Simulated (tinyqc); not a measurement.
Hydrostatic strain: sp3s* tight binding, strained.

sp3s* tight binding, nearest neighbours only: anion (a) at 0, cation (c) at a/4 (1,1,1), orbitals s, px, py, pz, s* on each; k in units of 2 pi/a. With phases e_j = exp(i (pi/2) k.n_j) for n = (1,1,1), (1,-1,-1), (-1,1,-1), (-1,-1,1): g0 = (e1+e2+e3+e4)/4, g1 = (e1+e2-e3-e4)/4, g2 = (e1-e2+e3-e4)/4, g3 = (e1-e2-e3+e4)/4. The diagonal holds the levels Esa, Epa, Exa (s*) and Esc, Epc, Exc. Anion-cation block: <sa|sc> = Vss g0; <sa|xc> = Vsapc g1; <xa|sc> = -Vscpa g1; <xa|xc> = Vxx g0; <xa|yc> = <ya|xc> = Vxy g3, <xa|zc> = <za|xc> = Vxy g2, <ya|zc> = <za|yc> = Vxy g1; <s*a|xc> = Vxapc g1; <xa|s*c> = -Vpaxc g1; y and z take g2 and g3 in place of g1; s-s* and s*-s* vanish.

Strain e moves each bond vector to d = (1 + e) d0 (no internal displacement for the diagonal strains used here) and k is given in fractions of the strained reciprocal cell, so the phases stay. Two-centre values Vss_sigma = Vss/4, Vsp_sigma = sqrt3 V/4 for each s-p and s*-p pair, Vpp_sigma = (Vxx + 2 Vxy)/4, Vpp_pi = (Vxx - Vxy)/4 are scaled by (d0/d)^eta and combined with the new direction cosines; the levels on the diagonal stay.

Parameters, chosen for this exercise (near a published set for GaSb, fitted to gaps, whose masses and valley positions are rough; the results hold for these values, not for the real material): Esa = -7.387 eV (s level of the anion); Epa = 0.85 eV (p level of the anion); Esc = -3.852 eV (s level of the cation); Epc = 2.908 eV (p level of the cation); Exa = 6.602 eV (s* level of the anion); Exc = 6.046 eV (s* level of the cation); Vss = -6.142 eV (s-s); Vxx = 1.555 eV (px-px); Vxy = 4.071 eV (px-py); Vsapc = 5 eV (s anion, p cation); Vscpa = 4.734 eV (s cation, p anion); Vxapc = 4.957 eV (s* anion, p cation); Vpaxc = 4.273 eV (p anion, s* cation); eta = 2 (scaling exponent).

exx = eyy = ezz = e. Gaps as measured from the top of the valence band; the deformation potentials are (gap(0.01) - gap(-0.01))/0.06.

Gaps (eV):

| e | Gamma | Delta | L | x of the minimum |
|---|---|---|---|---|
| -0.03 | 1.2112 | 1.1673 | 1.2048 | 0.850 |
| -0.02 | 1.0549 | 1.1693 | 1.1327 | 0.852 |
| -0.01 | 0.9037 | 1.1706 | 1.0633 | 0.854 |
| 0.00 | 0.7574 | 1.1709 | 0.9966 | 0.856 |
| 0.01 | 0.6157 | 1.1696 | 0.9326 | 0.858 |
| 0.02 | 0.4785 | 1.1662 | 0.8712 | 0.860 |
| 0.03 | 0.3456 | 1.1599 | 0.8123 | 0.865 |

gap deformation potentials (eV): Gamma -4.801, Delta -0.017, L -2.178

What can be read from this table?

Per unit of volume strain the gaps move by -4.80 (Gamma), -0.02 (Delta) and -2.18 eV (L). The lowest valley changes from the Delta line to Gamma between e = -0.03 and -0.02. These potentials follow from the one exponent eta, which fitted models replace by one for each integral; with it the sizes are rough, the sign for Delta can be wrong (in Si, Ge and the III-V crystals measured values are small and positive), and the pressures at which valleys cross, and which valley takes over, are rough too. A gap of zero, where one is listed, marks an s level that has sunk below the valence top.

tinyqc: `OMP_NUM_THREADS=1 python tinyqc.py 1480026 1480027 out.jsonl`; about 0.2 s, one thread, shared Intel(R) Xeon(R) Processor @ 2.30GHz.
